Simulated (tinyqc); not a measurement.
Worked calculation: round or elliptic silicon nanowire with anisotropic valleys (Ritz method). Values are carried at full precision from step to step, so a last printed digit may differ when a step is redone from the rounded ones.

Wire along x = [100] on a (001) wafer, y = [010], z = [001]. Valley groups, two valleys each (w = inverse masses): A, axis along z: w_y = 1/mt, w_z = 1/ml, m_x = mt; B, axis along y: w_y = 1/ml, w_z = 1/mt, m_x = mt; C, axis along x: w_y = w_z = 1/mt, m_x = ml.

Constants: hbar^2/2m0 = 3.80998211 eV angstrom^2; kB = 8.617333262e-05 eV/K.

Parameters, chosen for this exercise (near those of a Si nanowire; not measured data): ml = 0.906 m0 (longitudinal mass); mt = 0.191 m0 (transverse mass); a = 31 angstrom (semi-axis along y); b = 29 angstrom (semi-axis along z); group = C (valley group worked out); T = 300 K (temperature).

## Stretching the ellipse

Scaling y by 1/sqrt(w_y) and z by 1/sqrt(w_z) makes the mass 1 and the semi-axes A = a/sqrt(w_y), B = b/sqrt(w_z). List them with the one-function estimate 3c (1/A^2 + 1/B^2) and the slender limit c (pi/2s)^2 (1 + 2s/(pi l)), s and l the smaller and larger of A, B; c = hbar^2/2m0.

Groups:
```
group  g      A      B  axis ratio  one function (eV)  slender limit (eV)
A      2  13.55  27.60       2.037             0.0773              0.0672
B      2  29.51  12.67       2.328             0.0843              0.0745
C      2  13.55  12.67       1.069             0.1334              0.0934
```

The one-function value suits axis ratios near 1 and the slender limit ratios well above 2.

## Matrices of three even functions

Hard wall on the ellipse (y/a)^2 + (z/b)^2 = 1, c = hbar^2/2m0. With u = y/a, v = z/b the operator is -c [(w_y/a^2) d2/du2 + (w_z/b^2) d2/dv2] on the unit disc. Basis (1 - u^2 - v^2) u^i v^j; S, X and Y are the disc integrals of f f', (df/du)(df'/du) and (df/dv)(df'/dv), from the integral of u^p v^q = 2 Gamma((p+1)/2) Gamma((q+1)/2)/((p + q + 2) Gamma((p+q+2)/2)) for even p, q; H = c (w_y X/a^2 + w_z Y/b^2).

Basis 1, u^2, v^2 times (1 - u^2 - v^2); form S and H for the chosen group.

S:
```
            1       u^2       v^2
1    1.047198  0.130900  0.130900
u^2  0.130900  0.039270  0.013090
v^2  0.130900  0.013090  0.039270
```

H (meV):
```
            1      u^2      v^2
1    139.7252  23.2875  23.2875
u^2   23.2875  19.6012   2.9109
v^2   23.2875   2.9109  21.1520
```

## Lowest level in this basis

Solve H p = E S p for the wire level; give E, the ratios p2/p1 and p3/p1, and H11/S11.

E = 128.6 meV

ratios: -0.41  -0.37

one function = 133.4 meV

The two added functions lower the level by 4.8 meV (3.6 %); the two ratios are close, as the stretched shape is nearly a circle.

## Subbands

Converged values use 21 functions of each parity class (e or o in u, then in v).

The nine lowest levels of all groups and parity classes.

Subbands:
```
group, parity  g  m_x (m0)  E (eV)
A ee           2    0.1910  0.0734
B ee           2    0.1910  0.0796
A eo           2    0.1910  0.1281
C ee           2    0.9060  0.1286
B oe           2    0.1910  0.1305
B ee           2    0.1910  0.1991
A ee           2    0.1910  0.2035
A oe           2    0.1910  0.2427
B eo           2    0.1910  0.2710
```

At 300 K and without degeneracy the populations go as g sqrt(m_x) exp(-E/kB T): among these nine the lowest level holds 44 % and the light transport mass mt 89 % of the electrons.

## Checks

- Circle of radius a with both masses mt against c (2.404826/R)^2/m, eV: both 0.1200.

Program tinyqc; command `OMP_NUM_THREADS=1 python tinyqc.py 1282068 1282069 out.jsonl`; about 0.1 s on one thread of a shared Intel(R) Xeon(R) Processor @ 2.30GHz.
